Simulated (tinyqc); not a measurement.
# Mobility from the current

Problem. A Schottky diode carries J = q Nc [vR vD/(vR + vD)] exp(-phi/Vt) [exp(V/Vt) - 1]. A* = 4 pi q me m0 kB^2/h^3 (times 1e-4 for A/(cm^2 K^2)); Nc = 2 (2 pi me m0 kB T/h^2)^1.5 (times 1e-6 for cm^-3); vR = A* T^2/(q Nc). Find vR, vD and mun.

Inputs (values chosen for the exercise); band and dielectric values those of a made-up semiconductor: temperature T = 200 K; electron mass me = 0.0867 m0; barrier height seen from the metal phi = 0.47 eV; bias V = 0.19 V.

Constants: q = 1.602176634e-19 C, kB = 1.380649e-23 J/K, h = 6.62607015e-34 J s, m0 = 9.1093837015e-31 kg, Vt = kB T/q. Results are converted to the units shown.

J = 0.031727401 A/cm^2
vD/mun = 8885.7443 V/cm

Solution. J gives the effective velocity v, and 1/vD = 1/v - 1/vR.

vR = 7.460e6 cm/s
vD = 4.798e7 cm/s
mun = 5400 cm^2/(V s)

Computed by the program tinyqc: `OMP_NUM_THREADS=1 python tinyqc.py 2640132 2640133 out.jsonl`, one thread of a shared Intel Xeon 2.30GHz, about 0.01 s for the whole run.
